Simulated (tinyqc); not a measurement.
# Composition from the perpendicular lattice constant

Problem. The layer is x parts of the first compound and 1 - x of the second, grown coherently on the third as substrate and barrier. Rows of the table: lattice constant a, average valence level Ea on an absolute scale, spin-orbit splitting so, gaps at Gamma, X and L, hydrostatic deformation potentials av and ac (Gamma), shear potential b, elastic constants, electron and heavy-hole (along z) masses. All are interpolated linearly in x; gaps get -C x (1 - x), taken wholly in the conduction band; real line-ups can differ from this model by 0.1 eV or more. In-plane strain e = (a_substrate - a)/a, e_z = -2 (c12/c11) e, volume change 2 e + e_z. X-ray diffraction gives a_z = a (1 + e_z) of the coherent layer. Find x, e and the relaxed Gamma gap.

Values chosen for this exercise:
- CG = 1.43 eV (bowing of the Gamma gap)
- CX = 1.2 eV (bowing of the X gap)
- CL = 1.2 eV (bowing of the L gap)

Binary compounds, values chosen for the exercise:

|  | close to GaSb | close to GaAs | close to InP |
|---|---|---|---|
| a (angstrom) | 6.096 | 5.653 | 5.869 |
| Ea (eV) | -6.25 | -6.92 | -7.04 |
| so (eV) | 0.756 | 0.342 | 0.109 |
| EG (eV) | 0.722 | 1.41 | 1.35 |
| EX (eV) | 1.03 | 1.93 | 2.17 |
| EL (eV) | 0.806 | 1.69 | 1.91 |
| av (eV) | 0.8 | 1.15 | 1.26 |
| ac (eV) | -6.8 | -7.2 | -4.99 |
| b (eV) | -1.99 | -1.7 | -1.71 |
| c11 (GPa) | 88.6 | 118 | 100 |
| c12 (GPa) | 40.5 | 53.9 | 56.1 |
| me (m0) | 0.0386 | 0.0677 | 0.0796 |
| mh (m0) | 0.253 | 0.35 | 0.535 |

lattice constant along the growth direction = 5.86256953 angstrom

Solution. a_z changes steadily with x, about (1 + 2 c12/c11) times as fast as the relaxed lattice constant, so one composition matches.

x = 0.4800
e = 0.05728 %
relaxed Gamma gap = 0.7228 eV

Program tinyqc, `OMP_NUM_THREADS=1 python tinyqc.py 2690124 2690125 out.jsonl`; Intel Xeon 2.30GHz, shared host, one thread, about 0.01 s.
